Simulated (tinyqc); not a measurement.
Inside a calculation. Model: p-n heterojunction, non-linear Poisson equation by Newton steps, Boltzmann statistics.

Program tinyqc, `OMP_NUM_THREADS=1 python tinyqc.py 2040085 2040086 out.jsonl`; Intel Xeon 2.30GHz, shared host, one thread, about 0.04 s. Printed values are rounded.

One dimension, material 1 (p-type) at x < 0 and material 2 (n-type) at x > 0. Band edges: Ec = -psi in material 1 and -psi + dEc in material 2, Ev = Ec - Eg. Flat quasi-Fermi levels: 0 for holes, +V for electrons. n = Nc F((EFn - Ec)/Vt), p = Nv F((Ev - EFp)/Vt), with F(eta) = exp(eta) (Boltzmann statistics); full ionisation, no interface charge, classical densities; the doping types are chosen for the exercise.

Parameters, values chosen for the exercise; band and dielectric values those of a made-up pair:
- T = 300 K (temperature)
- Eg1 = 3.67 eV (band gap of material 1)
- er1 = 9.62 (relative permittivity of material 1)
- Nc1 = 2.65e18 cm^-3 (conduction-band density of states of material 1)
- Nv1 = 5.25e19 cm^-3 (valence-band density of states of material 1)
- Eg2 = 3.19 eV (band gap of material 2)
- er2 = 8.1 (relative permittivity of material 2)
- Nc2 = 2.7e18 cm^-3 (conduction-band density of states of material 2)
- Nv2 = 4.66e19 cm^-3 (valence-band density of states of material 2)
- dEc = -0.23 eV (conduction-band offset Ec2 - Ec1)
- N1 = 1.2e16 cm^-3 (acceptor density of material 1)
- N2 = 5.6e15 cm^-3 (donor density of material 2)
- V = 0 V (bias of side 1 against side 2)

Constants: q = 1.602176634e-19 C, kB = 1.380649e-23 J/K, Vt = kB T/q, eps0 = 8.8541878128e-14 F/cm where lengths are in cm. Results are converted to the units shown.

## Offsets and end potentials

dEv = Ev1 - Ev2 = Eg2 - Eg1 - dEc. Neutrality of the majority carriers far from the junction: Nv1 F((-psi_L - Eg1)/Vt) = N1 and Nc2 F((V + psi_R - dEc)/Vt) = N2. Total bending psi_R - psi_L.

dEv = -0.25 eV
psi_L = -3.45327 V
psi_R = -0.389720 V
psi_R - psi_L = 3.06355 V

The alignment is straddling (type I): dEc and dEv have the same sign.

## Permittivity of the intervals

| node | x (nm) |
|---|---|
| 0 | -655 |
| 1 | -502 |
| 2 | -374 |
| 3 | -265 |
| 4 | -172 |
| 5 | -94.2 |
| 6 | -28 |
| 7 | 28 |
| 8 | 113 |
| 9 | 244 |
| 10 | 442 |
| 11 | 744 |
| 12 | 1210 |

er1 or er2; the interface lies midway in its interval, which gets the series value 2 er1 er2/(er1 + er2).

| interval | eps_r |
|---|---|
| 0 | 9.62 |
| 1 | 9.62 |
| 2 | 9.62 |
| 3 | 9.62 |
| 4 | 9.62 |
| 5 | 9.62 |
| 6 | 8.79481 |
| 7 | 8.1 |
| 8 | 8.1 |
| 9 | 8.1 |
| 10 | 8.1 |
| 11 | 8.1 |

## Couplings between neighbouring nodes

a_i = eps0 eps_r/h_i for the interval from node i to i + 1, with h_i = x_(i+1) - x_i in cm.

| interval | coupling a_i (F/cm^2) |
|---|---|
| 0 | 5.56714e-8 |
| 1 | 6.65448e-8 |
| 2 | 7.81443e-8 |
| 3 | 9.15885e-8 |
| 4 | 1.09482e-7 |
| 5 | 1.28667e-7 |
| 6 | 1.39055e-7 |
| 7 | 8.43752e-8 |
| 8 | 5.47473e-8 |
| 9 | 3.62217e-8 |
| 10 | 2.37480e-8 |
| 11 | 1.53903e-8 |

## Starting potential

| node | material |
|---|---|
| 0 | 1 |
| 1 | 1 |
| 2 | 1 |
| 3 | 1 |
| 4 | 1 |
| 5 | 1 |
| 6 | 1 |
| 7 | 2 |
| 8 | 2 |
| 9 | 2 |
| 10 | 2 |
| 11 | 2 |
| 12 | 2 |

psi_L + (psi_R - psi_L)(1 + tanh(x/s))/2 on the inner nodes with s = 160 nm, psi_L and psi_R on the ends.

| node | psi at the start (V) |
|---|---|
| 0 | -3.45327 |
| 1 | -3.44751 |
| 2 | -3.42496 |
| 3 | -3.34560 |
| 4 | -3.13364 |
| 5 | -2.73179 |
| 6 | -2.18685 |
| 7 | -1.65614 |
| 8 | -0.98968 |
| 9 | -0.52825 |
| 10 | -0.40188 |
| 11 | -0.39000 |
| 12 | -0.38972 |

## Iteration 1: densities, residual and Jacobian diagonal

n_i = Nc F(a_n), a_n = (V - Ec_i)/Vt; p_i = Nv F(a_p), a_p = (Ec_i - Eg)/Vt; rho_i = p_i - n_i + C_i with C = -N1 or +N2; g_i = (n_i + p_i)/Vt. Box widths w_i = (h_(i-1) + h_i)/2 in cm. Residual F_i = a_i (psi_(i+1) - psi_i) - a_(i-1) (psi_i - psi_(i-1)) + q rho_i w_i; Jacobian: a_(i-1) and a_i beside the diagonal, b_i = -a_(i-1) - a_i - q g_i w_i on it. The two end nodes are fixed.

| node | n (cm^-3) | p (cm^-3) |
|---|---|---|
| 0 | 2.57595e-40 | 1.2e16 |
| 1 | 3.21850e-40 | 9.60428e15 |
| 2 | 7.69917e-40 | 4.01490e15 |
| 3 | 1.65836e-38 | 1.86398e14 |
| 4 | 6.03081e-35 | 5.12558e10 |
| 5 | 3.39719e-28 | 9099.12 |
| 6 | 4.85053e-19 | 6.37279e-6 |
| 7 | 2.97397e-6 | 1.08836e-10 |
| 8 | 4.66897e5 | 6.93246e-22 |
| 9 | 2.63668e13 | 1.22758e-29 |
| 10 | 3.49839e15 | 9.25209e-32 |
| 11 | 5.53966e15 | 5.84285e-32 |
| 12 | 5.6e15 | 5.77990e-32 |

| node | residual F (C/cm^2) | diagonal b (F/cm^2) |
|---|---|---|
| 1 | -4.21296e-9 | -9.58507e-7 |
| 2 | -1.04591e-8 | -4.39545e-7 |
| 3 | -5.90580e-9 | -1.81400e-7 |
| 4 | 8.16351e-9 | -2.01074e-7 |
| 5 | 1.22781e-8 | -2.38149e-7 |
| 6 | -8.06486e-9 | -2.67722e-7 |
| 7 | -1.12412e-8 | -2.23430e-7 |
| 8 | -2.12794e-8 | -1.39122e-7 |
| 9 | -5.99568e-9 | -9.36570e-8 |
| 10 | 4.12296e-9 | -6.02001e-7 |
| 11 | 9.33480e-11 | -1.35749e-6 |

## Iteration 1: Newton step

Solve the tridiagonal system a_(i-1) d_(i-1) + b_i d_i + a_i d_(i+1) = -F_i for nodes 1 to 11, with d = 0 on fixed nodes. The full step is added.

| node | Newton step d (V) |
|---|---|
| 1 | -0.008390 |
| 2 | -0.057536 |
| 3 | -0.182639 |
| 4 | -0.248162 |
| 5 | -0.377548 |
| 6 | -0.583068 |
| 7 | -0.715236 |
| 8 | -0.799829 |
| 9 | -0.541516 |
| 10 | -0.025749 |
| 11 | -0.000382 |

| node | psi after iteration 1 (V) |
|---|---|
| 0 | -3.45327 |
| 1 | -3.45590 |
| 2 | -3.48250 |
| 3 | -3.52824 |
| 4 | -3.38180 |
| 5 | -3.10934 |
| 6 | -2.76992 |
| 7 | -2.37137 |
| 8 | -1.78951 |
| 9 | -1.06976 |
| 10 | -0.42763 |
| 11 | -0.39038 |
| 12 | -0.38972 |

## Course of the Newton iteration

Stop when the largest undamped |d| is below 1e-9 V, or after 80 iterations.

Course of the iteration:

| iteration | largest \|F\| (C/cm^2) | largest \|d\| (V) | at node |
|---|---|---|---|
| 1 | 2.13e-8 | 0.800 | 8 |
| 2 | 3.50e-7 | 0.0356 | 9 |
| 3 | 1.27e-7 | 0.0247 | 3 |
| 4 | 4.48e-8 | 0.0221 | 3 |
| 5 | 1.41e-8 | 0.0154 | 3 |
| 6 | 3.17e-9 | 5.89e-3 | 3 |
| 7 | 2.85e-10 | 6.41e-4 | 3 |
| 8 | 2.87e-12 | 6.58e-6 | 3 |
| 9 | 2.97e-16 | 6.83e-10 | 3 |

Converged in 9 iterations. Once the step is below 0.1 Vt, 2 more iteration(s) reach the threshold: near the solution the error is roughly squared each time.

## Band edges, densities and displacement

| node | converged psi (V) |
|---|---|
| 0 | -3.45327 |
| 1 | -3.45318 |
| 2 | -3.45174 |
| 3 | -3.43386 |
| 4 | -3.30668 |
| 5 | -3.05083 |
| 6 | -2.72554 |
| 7 | -2.34007 |
| 8 | -1.77977 |
| 9 | -1.09324 |
| 10 | -0.46306 |
| 11 | -0.39102 |
| 12 | -0.38972 |

Ec, Ev, n and p as defined; D = a_k (psi_(k+1) - psi_k) on the interval that holds the interface.

| node | Ec (eV) | Ev (eV) | n (cm^-3) | p (cm^-3) |
|---|---|---|---|---|
| 0 | 3.45327 | -0.21673 | 2.57595e-40 | 1.2e16 |
| 1 | 3.45318 | -0.21682 | 2.58462e-40 | 1.19597e16 |
| 2 | 3.45174 | -0.21826 | 2.73208e-40 | 1.13142e16 |
| 3 | 3.43386 | -0.23614 | 5.45644e-40 | 5.66512e15 |
| 4 | 3.30668 | -0.36332 | 7.47301e-38 | 4.13641e13 |
| 5 | 3.05083 | -0.61917 | 1.48450e-33 | 2.08227e9 |
| 6 | 2.72554 | -0.94446 | 4.32711e-28 | 7143.66 |
| 7 | 2.11007 | -1.07993 | 9.63131e-18 | 33.6065 |
| 8 | 1.54977 | -1.64023 | 2.49085e-8 | 1.29946e-8 |
| 9 | 0.86324 | -2.32676 | 8502.43 | 3.80685e-20 |
| 10 | 0.23306 | -2.95694 | 3.28246e14 | 9.86072e-31 |
| 11 | 0.16102 | -3.02898 | 5.32520e15 | 6.07816e-32 |
| 12 | 0.15972 | -3.03028 | 5.6e15 | 5.77990e-32 |

D = 53.6010 nC/cm^2

## Check against the first integral

Exact first integral: on each side D^2/(2 eps0 er) = G, G = q [Vt (nI_j - nI_b) + Vt (pI_j - pI_b) - C (psi_j - psi_b)], with C = -N1 or +N2, b the neutral end of that side, and nI, pI the densities themselves. D is continuous, so er1 G1(psi_j) = er2 G2(psi_j) fixes psi_j. Ends from Nv1 F((-psi_L - Eg1)/Vt) = N1 and Nc2 F((V + psi_R - dEc)/Vt) = N2. D is counted positive when psi rises towards material 2.

psi_j = -2.57780 V
D = 52.7512 nC/cm^2
psi_j - psi_L = 0.875461 V
psi_R - psi_j = 2.18808 V
Ec1 - EFn at the interface = 2.57780 eV
Ec2 - EFn at the interface = 2.34780 eV

Material 2 takes 71.4 % of the bending. The 13-node mesh gave D = 53.60 nC/cm^2, 1.6 % above the exact value in size.
